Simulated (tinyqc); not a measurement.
Changing the hardness d/rho: rigid-ion and shell models of the dielectric response of an ionic crystal. Computed by tinyqc, a small Python program. Command: `OMP_NUM_THREADS=1 python tinyqc.py 3020469 3020470 out.jsonl shell sweep`. One thread of a shared host (Intel(R) Xeon(R) Processor @ 2.30GHz), about 0.01 s of CPU time with the checks.

Charges +Z and -Z; 8 nearest neighbours, Madelung constant M = 1.762675, volume per ion pair Omega = 1.539601 d^3. Energy per pair U = -M Z^2 e2/d + 8 A exp(-d/rho), e2 = e^2/(4 pi eps_0). In the shell model the anion is a core of charge Y - Z and a massless shell of charge -Y, joined by the spring k; the repulsion acts on the shell. Each ion feels the Lorentz field E + (4 pi/3) P (Gaussian units).

Inputs (values chosen for the exercise, for a model crystal):
```
quantity                       value           unit
nearest-neighbour distance d    2.63       angstrom
ionic charge Z                     1              e
cation mass                      126              u
anion mass                      79.9              u
shell charge size Y             2.96              e
core-shell spring k             54.5  eV/angstrom^2
cation polarisability alpha_+  0.078     angstrom^3
```

Structure: caesium chloride.

Constants: e^2/(4 pi eps_0) = 14.39964548 eV angstrom; 1 eV/angstrom^3 = 160.2176634 GPa; nu for 1 eV/(angstrom^2 u) = 15.6333042 THz; 1 THz = 33.35640952 1/cm.

Method:
- Zero pressure fixes 8 A exp(-d/rho) = M Z^2 e2 rho/d^2. Then U = -(M Z^2 e2/d)(1 - rho/d), B = M Z^2 e2 (d/rho - 2)/(9 Omega d), and the spring of one sublattice against the other is R = (1/3) x (Laplacian of the repulsion summed over neighbours) = M Z^2 e2 (d/rho - 2)/(3 d^3), so R = 3 B Omega/d^2.
- Eliminating the shell gives the anion polarisability alpha_- = Y^2 e2/(k + R), the Szigeti charge Z_S = Z - Y R/(k + R) and the softened spring R' = k R/(k + R). With b = 4 pi (alpha_+ + alpha_-)/(3 Omega): eps_inf = (1 + 2b)/(1 - b) (Clausius-Mossotti); Born charge Z* = Z_S (eps_inf + 2)/3.
- mu lambda_TO = R' - (4 pi e2/(3 Omega)) Z_S^2/(1 - b); mu lambda_LO = mu lambda_TO + 4 pi e2 Z*^2/(eps_inf Omega); eps_s = eps_inf lambda_LO/lambda_TO.
- lambda in eV/(angstrom^2 u) gives the wavenumber 15.6333042 x 33.35640952 x sqrt(lambda); mu is the reduced mass.

One run for each value; columns: (1) hardness d/rho; (2) eps_s; (3) omega_TO (1/cm); (4) share of R' left after the dipole term; (5) bulk modulus B (GPa); (6) eps_inf; (7) omega_LO (1/cm):
```
(1)       (2)     (3)      (4)     (5)     (6)     (7)
8.48   22.601   54.16  0.18469  39.750  2.5437  161.45
9.42   12.119   76.07  0.32060  45.516  2.5267  166.60
10.40   8.516   93.24  0.42882  51.528  2.5094  171.77
11.30   6.859  106.33  0.50725  57.048  2.4939  176.33
12.20   5.842  117.74  0.57112  62.569  2.4787  180.75
13.20   5.091  129.00  0.62930  68.703  2.4622  185.49
14.10   4.610  138.16  0.67284  74.224  2.4476  189.61
15.10   4.210  147.48  0.71360  80.359  2.4318  194.05
```

What does the table show, and why?

Over the rows, eps_s falls from 22.6 to 4.21 (exponent d ln y / d ln x -5.9 between the first rows and -1.3 between the last); omega_TO (1/cm) rises from 54.2 to 147 (exponent d ln y / d ln x 3.2 between the first rows and 0.95 between the last); share of R' left after the dipole term rises from 0.185 to 0.714 (exponent d ln y / d ln x 5.2 between the first rows and 0.86 between the last). Softer repulsion leaves less spring against the dipole field: omega_TO drops and eps_s climbs towards a ferroelectric instability. Left out: 6.59 (the rigid-ion TO mode is unstable). Left out: 7.54 (the TO mode of the shell model is soft to the point of instability).
